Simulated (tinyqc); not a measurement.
# Graded p-n junction, non-linear Poisson equation by Newton steps: effects of single changes

One dimension, p side on the left, n side on the right; net doping C = (Nd - Na)/2 + ((Nd + Na)/2) tanh(x/Lg). The potential psi is counted from the intrinsic level, and the quasi-Fermi potentials are flat: 0 for holes and -V for electrons, so n = ni exp((psi + V)/Vt) and p = ni exp(-psi/Vt) (Boltzmann statistics, full ionisation, no current).

Values chosen for this exercise; band and dielectric values close to those of germanium:

| symbol | value | unit | meaning |
|---|---|---|---|
| T | 273 | K | temperature |
| Eg | 0.665 | eV | band gap |
| eps_r | 15.9 |  | relative permittivity |
| Nc | 9.03e18 | cm^-3 | conduction-band density of states at T |
| Nv | 5.13e18 | cm^-3 | valence-band density of states at T |
| Na | 3e17 | cm^-3 | acceptor density of the p side |
| Nd | 7.5e17 | cm^-3 | donor density of the n side |
| V | 0.08 | V | bias of the p side against the n side |
| Lg | 43 | nm | grading length |

Constants: q = 1.602176634e-19 C, kB = 1.380649e-23 J/K, Vt = kB T/q, eps0 = 8.8541878128e-14 F/cm where lengths are in cm. Results are converted to the units shown.

Each table varies one quantity; the others keep the values above.

## Capacitance and field against bias

The Poisson equation d/dx(eps0 eps_r dpsi/dx) = -q (p - n + C) is solved on a mesh of more than 1000 nodes that ends in neutral material (psi_p = -Vt ln(Na/ni), psi_n = Vt ln(Nd/ni) - V). C_j = q d/dV of the integral of p over x, from the linearised equation. ni = sqrt(Nc Nv) exp(-Eg/(2 Vt)), Eg in volts. Depletion approximation: Vbi = Vt ln(Na Nd/ni^2), W = sqrt(2 eps0 eps_r (Vbi - V)(1/Na + 1/Nd)/q), xp = W Nd/(Na + Nd), xn = W Na/(Na + Nd), peak field 2 (Vbi - V)/W, capacitance eps0 eps_r/W. The last column applies it to an abrupt Na-Nd junction.

Capacitance and field against bias:
```
V (V)  peak |E| (kV/cm)  C_j (nF/cm^2)  1/C_j^2 (cm^4/uF^2)  eps0 eps_r/C_j (nm)  abrupt depletion C (nF/cm^2)
0.08              77.11          184.2                29.48                76.44                         229.3
-0.18             107.6          150.0                44.43                93.84                         183.2
-0.44             133.4          131.3                58.01                107.2                         157.1
-0.7              156.4          118.8                70.88                118.5                         139.6
-0.96             177.5          109.6                83.29                128.5                         126.9
-1.22             197.0          102.4                95.41                137.5                         117.2
-1.48             215.4          96.54                107.3                145.8                         109.4
-1.74             232.8          91.66                119.0                153.6                         103.0
-2                249.3          87.50                130.6                160.9                         97.55
```

With V going from 0.08 to -2 V, C_j falls from 184 to 87.5 nF/cm^2 and the peak field rises from 77.1 to 249 kV/cm. The slope of 1/C_j^2, read as N = 2/(q eps0 eps_r |slope|), gives 1.54e17 cm^-3 between the first two rows and 1.99e17 cm^-3 between the last two, against Na Nd/(Na + Nd) = 2.14e17 cm^-3; it is not a straight line, so no single doping describes it. At the end C_j goes as (Vbi - V)^(-0.43) with Vbi = 0.540 V, and it is 10 % below the abrupt depletion formula (at the first row 20 % below it). For V = -2 the peak field is at a level where avalanche or tunnelling currents, left out here, set in for such a gap.

## Effect of the grading length

Same model as above.

The abrupt values quoted are those of these depletion formulas.

Effect of the grading length:
```
Lg (nm)  peak |E| (kV/cm)  C_j (nF/cm^2)  eps0 eps_r/C_j (nm)
5.4                   125            238                 59.1
7.6                   119            235                 59.8
11                    112            230                 61.3
15                    105            223                 63.2
22                   94.9            211                 66.8
30                   86.6            199                 70.7
43                   77.1            184                 76.4
```

As Lg grows from 5.4 to 43 nm, the peak field falls from 125 to 77.1 kV/cm and C_j falls from 238 to 184 nF/cm^2. The abrupt depletion formulas give 150 kV/cm and W = 61.4 nm; the first row's field is 17 % below that and the last row's 49 % below it. The same voltage drops over a longer distance, so the field falls.

Numbers from tinyqc (`OMP_NUM_THREADS=1 python tinyqc.py 2000081 2000082 out.jsonl`; about 0.04 s on one thread of a shared Intel Xeon 2.30GHz).
